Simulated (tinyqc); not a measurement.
Three regimes over temperature: precursor delivery and alloy composition in metal-organic vapour-phase epitaxy. Computed by tinyqc, a small Python program. Command: `OMP_NUM_THREADS=1 python tinyqc.py 3029470 3029471 out.jsonl movpe walk`. One thread of a shared host (Intel(R) Xeon(R) Processor @ 2.30GHz), about 0.01 s of CPU time with the checks.

Carrier gas leaves each bubbler saturated. Group-III species cross a boundary layer and react at the surface; element 2 can also desorb. The film is (1)_(1-x) (2)_x V with a zinc-blende cell.

Inputs (values chosen for the exercise, close to those used for AlGaAs from TMAl and TEGa):

| quantity | value | unit |
|---|---|---|
| source 1: a in log10(p/torr) = a - b/T | 8.22 | - |
| source 1: b | 2134 | K |
| source 1: bath temperature | 17 | C |
| source 1: carrier flow | 16 | sccm |
| source 2: a | 8.08 | - |
| source 2: b | 2162 | K |
| source 2: bath temperature | 16 | C |
| source 2: carrier flow | 14 | sccm |
| bubbler pressure p_b | 400 | torr |
| group-V hydride flow | 100 | sccm |
| total flow | 9.5 | slm |
| reactor pressure p | 100 | torr |
| diffusivity D0 at 273.15 K and 760 torr | 0.33 | cm^2/s |
| boundary layer delta | 0.69 | cm |
| prefactor of the surface rate k_s | 3.2e+13 | cm/s |
| energy of k_s | 1.94 | eV |
| prefactor of the loss of element 2 | 2.6e+17 | layers/s |
| energy of the loss | 3.61 | eV |
| lattice constant a | 5.655 | angstrom |

Constants: k_B = 1.380649e-23 J/K; k_B = 8.617333262e-05 eV/K.

Method:
- Temperatures in kelvin are T(C) + 273.15.
- Vapour pressure p_v = 10^(a - b/T); precursor flow = carrier flow x p_v/(p_b - p_v); 1 sccm = 44.615 micromol/min; V/III = hydride flow over the sum of both; gas share x_g = F2/(F1 + F2).
- Partial pressure p_i = p F_i/(44615 x total flow in slm); density n_i = p_i/(k_B T), 1 torr = 133.322 Pa; D = D0 (T/273.15)^1.75 (760/p), h = D/delta, the same for both; k_s = prefactor x exp(-energy/(k_B T)); arrival J_i = n_i/(1/h + 1/k_s); in layers per second g_i = J_i a^2/2 (two group-III sites per a^2 on (001)).
- Loss of element 2 is r x with r = prefactor x exp(-energy/(k_B T)). Then x = (g2 - r x)/(g1 + g2 - r x), or r x^2 - (g1 + g2 + r) x + g2 = 0, smaller root; growth rate G = g1/(1 - x) layers/s; one layer is a/2 thick, 1 angstrom/s = 0.36 um/h.

molar flows (micromol/min): F1 13.3278, F2 6.32171

gas share x_g = 0.321724

Growth:

| T (C) | k_s/h | r (layers/s) | x | G (um/h) |
|---|---|---|---|---|
| 450 | 4.8358e-02 | 1.8037e-08 | 0.32172 | 0.0928 |
| 500 | 3.2212e-01 | 7.6417e-07 | 0.32172 | 0.5155 |
| 550 | 1.6925e+00 | 2.0538e-05 | 0.32172 | 1.3940 |
| 600 | 7.3095e+00 | 3.7865e-04 | 0.32168 | 2.0388 |
| 650 | 2.6795e+01 | 5.0910e-03 | 0.32124 | 2.3282 |
| 700 | 8.5532e+01 | 5.2408e-02 | 0.31708 | 2.4683 |
| 750 | 2.4268e+02 | 4.2956e-01 | 0.28729 | 2.4742 |
| 800 | 6.2230e+02 | 2.8941e+00 | 0.16875 | 2.2042 |
| 850 | 1.4621e+03 | 1.6453e+01 | 0.04803 | 1.9934 |

G peaks at 750 C among these rows. Between the first rows the apparent energy is 1.65 eV, against 1.94 eV for k_s, as control is already mixed; k_s passes h between 500 and 550 C, well above which G depends weakly on T until desorption sets in. Among these rows x stays within 2 % of x_g up to 700 C and then falls, to 0.048 in the last row, as element 2 desorbs. Caution: trimethylaluminium is largely a dimer in the vapour, which would double its metal flow; it is counted as a monomer here. Caution: in these rows, too, a is fixed and both precursors share one D and k_s.

Extremes, crossings and ranges named in words are read from the listed rows.
